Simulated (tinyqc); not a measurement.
Dielectric confinement in a thin film (image charges): sweeps and comparisons. A value that a table varies takes the place of the one given here.

A film |z| < t/2 of dielectric constant eps between half-spaces of dielectric constant e2; lam = (eps - e2)/(eps + e2), q = e^2/(4 pi eps0). The self-energy of a band edge is taken with the high-frequency value, e2 = eh, and the field of a fixed ion with the static one, e2 = eo. A charge at z has images lam^|n| at n t + (-1)^n z. Its self-energy is S(z) = (q/2 eps) sum over n >= 1 of lam^n [1/(n t - 2z) + 1/(n t + 2z)] for odd n and 2 lam^n/(n t) for even n; at the centre S(0) = -(q/(eps t)) ln(1 - lam).

Donor at the centre, lam from the static eo, trial function cos(pi z/t) exp(-rho/l): E(l) = c/(m l^2) - (q/eps) times the integral over k of F(k t) (1 + (k l/2)^2)^(-3/2), with F(x) = F0 + 2 lam exp(-x) G/(1 - lam exp(-x)), F0 = 2[(1 - exp(-x/2))/x + x (1 + exp(-x/2))/(x^2 + 4 pi^2)], G = 2 sinh(x/2)[1/x - x/(x^2 + 4 pi^2)]; c = hbar^2/2m0. The binding energy is -E at the minimum, counted from the subband edge with its self-energy.

Constants: e^2/(4 pi eps0) = 14.39964547 eV angstrom; hbar^2/2m0 = 3.80998211 eV angstrom^2; Ry = 13.60569312 eV.

Values chosen for the exercise (near those of a Ge film in vacuum; shifted at random, so the results belong to these values and not to a real crystal): eps = 16.4 (dielectric constant of the film); eh = 1 (high-frequency dielectric constant outside); eo = 1 (static dielectric constant outside); m = 0.146 m0 (mass in the plane); mz = 0.122 m0 (mass across the film); ts = (10, 15, 22, 32, 48, 70, 100) angstrom (thicknesses); t = 50 angstrom (film thickness).

## Thinning the film

<S> is the mean over (2/t) cos^2(pi z/t); confinement c (pi/t)^2/mz; donor binding with and without images.

Results:
```
t (angstrom),<S> (meV),confinement (meV),"binding, no images (meV)",binding (meV),l (angstrom)
10,207.3,3082.2,25.3,290.7,18.2
15,138.2,1369.9,23.9,215.5,21.8
22,94.2,636.8,22.3,161.6,25.8
32,64.8,301.0,20.4,121.5,30.3
48,43.2,133.8,18.3,88.9,36.1
70,29.6,62.9,16.1,66.3,42.4
100,20.7,30.8,14.1,50.1,49.3
```

Between 100 and 10 angstrom the binding goes from 50.1 to 290.7 meV; quantum confinement alone would take it from 14.1 to 25.3, so the images supply +36.0 and +265.4 meV. |<S>| goes as 1/t and exceeds the confinement energy beyond 149 angstrom. Hard-wall energies above 300 meV (up to t = 32 angstrom) overstate the confinement: walls are finite and valleys non-parabolic.

## Choice of the surrounding dielectric

The same film between different dielectrics; in this table one value e2 serves for both eo and eh.

Results:
```
case,lam,<S> (meV),binding (meV),l (angstrom)
e2 = 1,0.885,41.5,86.1,36.7
e2 = 2.5,0.735,26.2,58.4,38.1
e2 = 3.9,0.616,19.2,46.4,39.2
e2 = 7.5,0.372,9.6,31.3,41.5
e2 = 16,0.012,0.3,18.4,45.6
e2 = 25,-0.208,-4.1,13.1,48.6
e2 = 80,-0.660,-11.5,5.5,57.5
```

The binding spans a factor 15.7, from 86 meV in vacuum to 5.5 meV for e2 = 80; going from 3.9 to 25 changes it by -33.3 meV and the band edge by -23.3 meV, so the binding responds 1.43 times as much as the edge (for an orbit much smaller than t the binding would change by twice the change of S(0), -40.2 meV; here l/t = 0.78 for e2 = 3.9).

## What each parameter does

<S> is the mean over (2/t) cos^2(pi z/t). Each row changes one parameter from the base and keeps the others.

Results:
```
case,lam from eh,<S> (meV),binding (meV),l (angstrom)
base,0.885,41.5,86.1,36.7
t = 60 angstrom,0.885,34.6,74.7,39.7
eps = 14.8,0.873,44.0,94.0,34.7
eo = 1.4,0.885,41.5,75.5,37.1
eh = 1.3,0.853,37.0,86.1,36.7
m = 0.175 m0,0.885,41.5,89.7,33.1
```

The largest shifts from the base row, up to three for each result and ties (the steps differ in size, so this ranks the rows, not the parameters). lam from eh: eh -0.032, eps -0.012; unchanged at the printed digits by t, eo and m. <S> (meV): t -6.9, eh -4.4, eps +2.6; unchanged at the printed digits by eo and m. binding (meV): t -11.4, eo -10.6, eps +7.9; unchanged at the printed digits by eh. l (angstrom): m -3.6, t +3.0, eps -2.0; unchanged at the printed digits by eh.

Program tinyqc; command `OMP_NUM_THREADS=1 python tinyqc.py 1250398 1250399 out.jsonl`; about 0.09 s on one thread of a shared Intel(R) Xeon(R) Processor @ 2.30GHz.
